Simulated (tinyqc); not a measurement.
Inside a calculation. Method: empirical pseudopotential in a few plane waves. Computed by tinyqc, a small Python program that keeps every step. Settings: plane-wave index or count = 15. Command: `OMP_NUM_THREADS=1 python tinyqc.py 21040 21041 out.jsonl` (the two numbers bound the seeds that draw the settings). One thread of a shared host (Intel(R) Xeon(R) Processor @ 2.60GHz), about 0.3 s of CPU time with the checks.

## Bloch Hamiltonian at k

Parameters chosen for this model: fcc lattice, atoms at +/- a/8 (1,1,1); form factors in rydberg at |G|^2 in units of (2 pi/a)^2:
```
parameter                 value      unit
a                      5.700000  angstrom
VS(3)                 -0.233000        Ry
VS(8)                  0.002000        Ry
VS(11)                 0.042000        Ry
VA(3)                         0        Ry
VA(4)                         0        Ry
VA(11)                        0        Ry
hbar^2/2m (2 pi/a)^2   4.629488        eV
```

k point k (2 pi / a): 0.240000  0.580000  0.260000

Basis: the 15 shortest G (labels in 2 pi/a), the same at every k. H(G,G') = c |k + G|^2 delta + VS(|G-G'|^2) cos((G-G').tau) + i VA sin((G-G').tau), tau = a/8 (1,1,1); 1 Ry = 13.605693 eV.

H(k) at k (eV):
```
           +0+0+0     -1-1-1     -1-1+1     -1+1-1     -1+1+1     +1-1-1     +1-1+1     +1+1-1
+0+0+0   2.136972   2.241618  -2.241618  -2.241618  -2.241618  -2.241618  -2.241618  -2.241618
-1-1-1   2.241618   6.025741   0.000000   0.000000  -0.027211   0.000000  -0.027211  -0.027211
-1-1+1  -2.241618   0.000000  10.840409   0.027211   0.000000   0.027211   0.000000   0.000000
-1+1-1  -2.241618   0.000000   0.027211  16.766153   0.000000   0.027211   0.000000   0.000000
-1+1+1  -2.241618  -0.027211   0.000000   0.000000  21.580821   0.000000   0.027211   0.027211
+1-1-1  -2.241618   0.000000   0.027211   0.027211   0.000000  10.470050   0.000000   0.000000
+1-1+1  -2.241618  -0.027211   0.000000   0.000000   0.027211   0.000000  15.284717   0.027211
+1+1-1  -2.241618  -0.027211   0.000000   0.000000   0.027211   0.000000   0.027211  21.210462
+1+1+1   2.241618   0.000000  -0.027211  -0.027211   0.000000  -0.027211   0.000000   0.000000
-2+0+0   0.000000  -2.241618  -2.241618  -2.241618   2.241618   0.404068  -0.404068  -0.404068
+0-2+0   0.000000  -2.241618  -2.241618   0.404068  -0.404068  -2.241618   2.241618  -0.404068
+0+0-2   0.000000  -2.241618   0.404068  -2.241618  -0.404068  -2.241618  -0.404068   2.241618
+0+0+2   0.000000  -0.404068   2.241618  -0.404068  -2.241618  -0.404068  -2.241618   0.404068
+0+2+0   0.000000  -0.404068  -0.404068   2.241618  -2.241618  -0.404068   0.404068  -2.241618
+2+0+0   0.000000  -0.404068  -0.404068  -0.404068   0.404068   2.241618  -2.241618  -2.241618

           +1+1+1     -2+0+0     +0-2+0     +0+0-2     +0+0+2     +0+2+0     +2+0+0
+0+0+0   2.241618   0.000000   0.000000   0.000000   0.000000   0.000000   0.000000
-1-1-1   0.000000  -2.241618  -2.241618  -2.241618  -0.404068  -0.404068  -0.404068
-1-1+1  -0.027211  -2.241618  -2.241618   0.404068   2.241618  -0.404068  -0.404068
-1+1-1  -0.027211  -2.241618   0.404068  -2.241618  -0.404068   2.241618  -0.404068
-1+1+1   0.000000   2.241618  -0.404068  -0.404068  -2.241618  -2.241618   0.404068
+1-1-1  -0.027211   0.404068  -2.241618  -2.241618  -0.404068  -0.404068   2.241618
+1-1+1   0.000000  -0.404068   2.241618  -0.404068  -2.241618   0.404068  -2.241618
+1+1-1   0.000000  -0.404068  -0.404068   2.241618   0.404068  -2.241618  -2.241618
+1+1+1  26.025129  -0.404068  -0.404068  -0.404068  -2.241618  -2.241618  -2.241618
-2+0+0  -0.404068  16.210615   0.027211   0.027211  -0.027211  -0.027211   0.000000
+0-2+0  -0.404068   0.027211   9.914511   0.027211  -0.027211   0.000000  -0.027211
+0+0-2  -0.404068   0.027211   0.027211  15.840256   0.000000  -0.027211  -0.027211
+0+0+2  -2.241618  -0.027211  -0.027211   0.000000  25.469590   0.027211   0.027211
+0+2+0  -2.241618  -0.027211   0.000000  -0.027211   0.027211  31.395335   0.027211
+2+0+0  -2.241618   0.000000  -0.027211  -0.027211   0.027211   0.027211  25.099231
```

## Levels at k

Diagonalise the Hermitian matrix.

eigenvalues (eV): -0.732562  3.907745  8.172409  9.010797  12.258793  14.494506  15.565077  16.002611  19.808631  20.583965  21.112071  24.507976  27.171141  28.866124  33.540708

## Bands along a path

The same steps at evenly spaced points between the labelled ones.

Bands along the path (eV), lowest eight:
```
k            band 1    band 2     band 3     band 4     band 5     band 6     band 7     band 8
L         -0.181404  2.884816   9.534222   9.534222  10.685865  14.783803  14.783803  17.705175
L-G 0.33  -1.205609  4.418805   9.621753   9.621753  10.872036  14.763417  14.763417  17.428170
L-G 0.67  -2.122871  7.043068  10.066165  10.066165  11.380736  14.439908  14.439908  14.526122
G         -2.448387  9.520522  10.408612  10.408612  10.408612  13.861252  13.861252  13.861252
G-X 0.33  -2.011502  6.865828   9.491066   9.491066  12.563690  12.892758  15.447905  15.447905
G-X 0.67  -0.722370  4.107107   8.481062   8.481062  11.547435  12.307954  18.089859  18.400380
X          1.348107  1.724848   8.244845   8.244845  11.087078  11.689255  21.754856  21.872803
```

With 4 band(s) filled, the highest filled level on these points lies at G and the lowest empty one at G: the bands touch or overlap, so there is no gap. This holds for the small fixed basis; with all plane waves up to |k + G|^2 = 21 (2 pi/a)^2 the gap along the path is 0.00 eV.

## Convergence with the number of plane waves

Levels at G counted from the fourth one.

Levels (eV):
```
plane waves     level 1   level 5   level 8
9            -16.309639  0.000000  0.108846
15           -12.857000         0  3.452640
27           -12.403010         0  3.106867
51           -12.277570         0  3.269845
59           -12.265222         0  3.169833
65           -12.271171         0  3.160551
89           -12.262525         0  3.163308
```
